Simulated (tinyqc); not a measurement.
# Metal-interlayer-semiconductor contact, depinning against tunnelling resistance: contact resistivity against the donor density

Zero bias, n-type semiconductor. Gap states at the semiconductor surface thin out as exp(-be ti), which unpins the barrier; electrons must then cross the interlayer (a rectangular barrier, no voltage drop across it) and the parabolic depleted layer, both by WKB. Energies E are counted from the Fermi level; no image force, parabolic bands.

S = 1/(1 + (1/S0 - 1) exp(-be ti)); phiB = S (phiM - chi) + (1 - S)(Eg - E0); xi = Ec - EF deep inside, from Nd = Nc F(-xi/Vt), F(x) = (2/sqrt(pi)) int_0^infinity sqrt(u) du/(1 + exp(u - x)); band bending U = phiB - xi; E00 = (hbar/2) sqrt(Nd/(eps0 eps_r mt m0)) in volts; A = 4 pi q mA m0 kB^2/h^3. With U = phiB - xi: for xi < E < phiB, y = (E - xi)/U and G1 = (U/E00) [sqrt(1 - y) - y ln((1 + sqrt(1 - y))/sqrt(y))], G1 = 0 above phiB; G2 = 2 ti sqrt(mi max(phiB + dE - E, 0)/C), C = hbar^2/(2 m0); f = 1/(1 + exp(E/Vt)); 1/rho_c = (A T^2/Vt^2) times the integral of exp(-G1 - G2) f over E from xi upwards. Shares under 0.001 % are printed as 0; rows without band bending are left out.

Values chosen for this exercise; semiconductor values close to those of silicon; interlayer mass of the order of that in strontium titanate, offset chosen freely:
```
symbol   value   unit                                                           meaning
T          300      K                                                       temperature
Eg        1.09     eV                                                          band gap
eps_r     11.8                                                    relative permittivity
chi       4.13     eV                                                 electron affinity
Nc      2.8e19  cm^-3                            conduction-band density of states at T
mt       0.196     m0                              tunnelling mass in the semiconductor
mA        2.06     m0                                                   Richardson mass
E0        0.37     eV                    charge-neutrality level above the valence band
S0        0.27                                        pinning factor without interlayer
phiM      4.53     eV                                               metal work function
ti         1.4     nm                                              interlayer thickness
dE        0.17     eV  conduction-band offset of the interlayer above the semiconductor
mi         0.6     m0                                 tunnelling mass in the interlayer
be         5.1   1/nm               decay constant of gap states through the interlayer
```

Constants: q = 1.602176634e-19 C, kB = 1.380649e-23 J/K, eps0 = 8.8541878128e-12 F/m, hbar = 1.054571817e-34 J s, h = 6.62607015e-34 J s, m0 = 9.1093837015e-31 kg, Vt = kB T/q, hbar^2/(2 m0) = 0.0380998212 eV nm^2. Results are converted to the units shown.

The same in every row: S = 0.998; phiB (eV) = 0.401.

Contact resistivity against the donor density:
```
Nd (cm^-3)	E00/Vt	rho_c (ohm cm^2)	rho_c with G2 = 0 (ohm cm^2)	peak of the integrand (eV)	share above phiB (%)
9.3e17	0.455	0.0981	6.05e-4	0.373	29.1
2.1e18	0.684	0.0517	1.81e-4	0.333	15.4
4.7e18	1.02	0.0183	2.95e-5	0.254	5.43
1.1e19	1.57	0.00347	2.49e-6	0.133	1.03
2.4e19	2.31	5.67e-4	2.45e-7	0.0559	0.168
5.3e19	3.44	9.94e-5	3.09e-8	0.0206	0.0295
1.2e20	5.17	2.24e-5	5.37e-9	-4.68e-4	0.00665
2.7e20	7.76	7.19e-6	1.35e-9	-0.0144	0.00213
6e20	11.6	3.18e-6	4.57e-10	-0.0238	0
```

As Nd goes from 9.3e17 to 6e20, phiB stays at 0.401 eV and rho_c falls from 0.0981 to 3.18e-6 ohm cm^2. rho_c goes as Nd^(-0.79) between the first two rows and Nd^(-1.02) between the last two, while E00/Vt goes from 0.455 to 11.6 and the share above the barrier from 29.1 to 0 %. The ratio of rho_c to its value with G2 = 0 runs from 162 to 6970.

Program tinyqc, `OMP_NUM_THREADS=1 python tinyqc.py 2270154 2270155 out.jsonl`; Intel Xeon 2.30GHz, shared host, one thread, about 0.04 s.
